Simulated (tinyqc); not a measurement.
From results back to parameters: thin (001) film in sp3s* tight binding with raised dangling bonds. Five cases, with inputs chosen for the exercise.

Problem. The gap of a passivated film (lowest level above mid-gap less highest below, mid-gap being half the lower bulk edge) belongs to a hidden number of planes between 6 and 45.

Planes alternate anion (a), cation (c) along [001], a/4 apart, starting with an anion; zero in-plane momentum; levels counted from the bulk Ev, the lower root of [[Epa, Vxx], [Vxx, Epc]]; no spin-orbit coupling. Block of s, pz, s*: from an anion to the cation above, Vss/2 (s,s), Vsapc/2 (s,z), -Vscpa/2 (z,s), Vxx/2 (z,z), Vxapc/2 (s*,z), -Vpaxc/2 (z,s*); to the cation below the same with the s-z and s*-z signs reversed. Block of u = (px + py)/sqrt2 and v = (px - py)/sqrt2: to the cation above (Vxx + Vxy)/2 for u and (Vxx - Vxy)/2 for v, to the cation below the reverse. Each surface atom has two dangling sp3 hybrids; raising both by dl adds (dl/2) [[1, t], [t, 1]] to its s, pz levels (t = -1 at the bottom face, +1 at the top) and dl to the one of u, v in whose plane the missing bonds lie (v for a bottom anion or a top cation, u for a top anion).

Find: N; thickness N a/4.

Case 1.

Values chosen (out of a larger set: near a published set for InAs, fitted to gaps, whose masses and valley positions are rough; not measured data): p = (-9.568, 0.907, -2.72, 3.716, 7.426, 6.733, -5.6, 1.847, 4.469, 3.044, 5.438, 3.362, 3.906) eV (order Esa, Epa, Esc, Epc, Exa, Exc, Vss, Vxx, Vxy, Vsapc, Vscpa, Vxapc, Vpaxc); dp = 30 eV (value of dl for the passivated films); a = 6.054 angstrom (lattice constant).

edges (eV): Gamma 0.4287, Delta 2.3033

gap of the film = 0.5146 eV

Solution.

N = 39
thickness N a/4 = 59.03 angstrom

Computing the films in turn gives 0.5295, 0.5146 and 0.5228 eV for N = 38, 39 and 40; no other N in the range comes within 1 meV.

Case 2.

Values chosen (out of a larger set: near a published set for InAs, fitted to gaps, whose masses and valley positions are rough; not measured data): p = (-9.558, 0.91, -2.722, 3.713, 7.4, 6.719, -5.611, 1.847, 4.469, 3.038, 5.418, 3.381, 3.92) eV (order Esa, Epa, Esc, Epc, Exa, Exc, Vss, Vxx, Vxy, Vsapc, Vscpa, Vxapc, Vpaxc); dp = 30 eV (value of dl for the passivated films); a = 6.063 angstrom (lattice constant).

edges (eV): Gamma 0.4371, Delta 2.2737

gap of the film = 0.5223 eV

Solution.

N = 39
thickness N a/4 = 59.11 angstrom

Computing the films in turn gives 0.5369, 0.5223 and 0.5303 eV for N = 38, 39 and 40; no other N in the range comes within 1 meV.

Case 3.

Values chosen (out of a larger set: near a published set for Si, fitted to gaps, whose masses and valley positions are rough; not measured data): p = (-4.167, 1.716, -4.167, 1.716, 6.719, 6.719, -8.266, 1.711, 4.567, 5.705, 5.705, 5.357, 5.357) eV (order Esa, Epa, Esc, Epc, Exa, Exc, Vss, Vxx, Vxy, Vsapc, Vscpa, Vxapc, Vpaxc); dp = 30 eV (value of dl for the passivated films); a = 5.432 angstrom (lattice constant).

edges (eV): Gamma 3.4220, Delta 1.1875

gap of the film = 1.6243 eV

Solution.

N = 11
thickness N a/4 = 14.94 angstrom

Computing the films in turn gives 1.6681, 1.6243 and 1.5397 eV for N = 10, 11 and 12; no other N in the range comes within 1 meV.

Case 4.

Values chosen (out of a larger set: near a published set for Si, fitted to gaps, whose masses and valley positions are rough; not measured data): p = (-4.216, 1.721, -4.216, 1.721, 6.66, 6.66, -8.324, 1.71, 4.56, 5.715, 5.715, 5.39, 5.39) eV (order Esa, Epa, Esc, Epc, Exa, Exc, Vss, Vxx, Vxy, Vsapc, Vscpa, Vxapc, Vpaxc); dp = 30 eV (value of dl for the passivated films); a = 5.427 angstrom (lattice constant).

edges (eV): Gamma 3.4200, Delta 1.1301

gap of the film = 1.3036 eV

Solution.

N = 19
thickness N a/4 = 25.78 angstrom

Computing the films in turn gives 1.3132, 1.3036 and 1.2798 eV for N = 18, 19 and 20; no other N in the range comes within 1 meV.

Case 5.

Values chosen (out of a larger set: near a published set for InAs, fitted to gaps, whose masses and valley positions are rough; not measured data): p = (-9.495, 0.909, -2.73, 3.718, 7.479, 6.703, -5.559, 1.833, 4.492, 3.017, 5.396, 3.363, 3.869) eV (order Esa, Epa, Esc, Epc, Exa, Exc, Vss, Vxx, Vxy, Vsapc, Vscpa, Vxapc, Vpaxc); dp = 30 eV (value of dl for the passivated films); a = 6.052 angstrom (lattice constant).

edges (eV): Gamma 0.3904, Delta 2.2997

gap of the film = 0.6155 eV

Solution.

N = 19
thickness N a/4 = 28.75 angstrom

Computing the films in turn gives 0.6571, 0.6155 and 0.6241 eV for N = 18, 19 and 20; no other N in the range comes within 1 meV.

Computed by tinyqc, one run a case: `OMP_NUM_THREADS=1 python tinyqc.py N N+1 out.jsonl` with N = 1451621, 1451758, 1451834, 1451844, 1452002; one thread of a shared Intel(R) Xeon(R) Processor @ 2.30GHz, about 0.4 s a run at most.
